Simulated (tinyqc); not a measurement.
p-type polysilicon, carrier trapping at grain boundaries: two steps of the calculation.

One-dimensional grains of size Lg, uniform ionised doping N, monovalent traps Qt at each boundary at a depth Et below (for electrons) or above (for holes) the band edge there, abrupt depletion of width W on each side of a boundary, Boltzmann statistics. xi is the distance from the band edge at the grain centre to the Fermi level. Trapped charge Qt/(1 + exp((xi + VB - Et)/Vt)) = 2 N W, barrier VB = q N W^2/(2 eps0 eps_r).

Values chosen for this exercise; values of the order met in polycrystalline silicon:
- T = 300 K (temperature)
- eps_r = 11.7 (relative permittivity)
- NB = 2.65e19 cm^-3 (valence-band density of states at T)
- Lg = 42 nm (grain size)
- Qt = 7.2e11 cm^-2 (trap density of a grain boundary)
- Et = 0.43 eV (depth of the trap level from the majority band edge at the boundary)
- ms = 0.34 m0 (mass for thermionic emission)
- fe = 1 (correction factor of the emission rate)
- mug = 150 cm^2/(V s) (mobility inside the grains)
- N = 6.5e16 cm^-3 (doping)

Constants: q = 1.602176634e-19 C, kB = 1.380649e-23 J/K, m0 = 9.1093837015e-31 kg, Vt = kB T/q, eps0 = 8.8541878128e-14 F/cm where lengths are in cm. Results are converted to the units shown.

Problem 1. Depletion width, Fermi level and barrier. If the trap equation with xi = Vt ln(NB/N) has a root W < Lg/2, the grain is partly depleted; otherwise W = Lg/2 and the trap equation gives xi = Et - VB + Vt ln(Qt/(N Lg) - 1). N* = Qt/Lg.

Give: N*; W; xi; VB; share of traps filled.

Solution 1.

N* = 1.714e17 cm^-3
W = 21.00 nm
xi = 0.4206 V
VB = 0.02217 V
share of traps filled = 0.3792

N is 0.379 N*, and the grain is fully depleted; VB = 0.857 Vt.

Problem 2. Resistivity and effective mobility. n0 = NB exp(-xi/Vt); mean density n0 (1 - 2 W/Lg) by charge balance in a partly depleted grain, and n0 (sqrt(pi)/2) erf(u)/u with u = sqrt(VB/Vt) in a fully depleted one; v = sqrt(kB T/(2 pi ms m0)); barrier resistivity Vt exp(VB/Vt)/(q fe n0 v Lg); grain resistivity (1 - 2 W/Lg)/(q n0 mug); effective mobility 1/(q mean density total resistivity).

W = 21 nm
xi = 0.42058075 V
VB = 0.022166532 V

Give: n0; mean density; v; barrier resistivity; grain resistivity; resistivity; effective mobility.

Solution 2.

n0 = 2.279e12 cm^-3
mean density = 1.766e12 cm^-3
v = 4.613e6 cm/s
barrier resistivity = 8612 ohm cm
grain resistivity = 0.000 ohm cm
resistivity = 8612 ohm cm
effective mobility = 410.4 cm^2/(V s)

The resistivity is 13500 times that of a single crystal with the same N and mobility mug, and the mean density is 0.00272 % of N. The effective mobility exceeds mug only because drift through the depleted grain is left out.

Computed by the program tinyqc: `OMP_NUM_THREADS=1 python tinyqc.py 2830209 2830210 out.jsonl`, one thread of a shared Intel Xeon 2.30GHz, about 0.01 s for the whole run.
